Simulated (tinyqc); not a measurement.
Landau coefficients from the transition.

Question. u = a0 (T - T0) P^2 + be P^4 + ga P^6 (P in uC/cm^2, E in kV/cm, u in mJ/cm^3). Above the transition chi = Cw/(T - T0) with Cw = 1/(2 eps0 a0); at TC = T0 + be^2/(4 a0 ga) the polarisation jumps by sqrt(-be/(2 ga)). Find a0, be and ga.

Parameters, values chosen for the exercise: Curie-Weiss temperature T0 = 700 K.

Constants: eps0 = 8.8541878128e-14 F/cm where lengths are in cm. Results are converted to the units shown.

TC = 709.333333 K
jump of P at TC = 16.7332005 uC/cm^2
Curie constant = 2.68906921e5 K

Solution. The Curie constant gives a0. At TC both u = 0 and du/dP = 0, which give ga = al/P^4 and be = -2 al/P^2 with al = a0 (TC - T0).

a0 = 0.0210 kV cm/(uC K)
be = -0.00140 kV cm^5/uC^3
ga = 2.50e-6 kV cm^9/uC^5

tinyqc, about 0.01 s, one thread, Intel Xeon 2.30GHz (shared host): `OMP_NUM_THREADS=1 python tinyqc.py 2860027 2860028 out.jsonl`
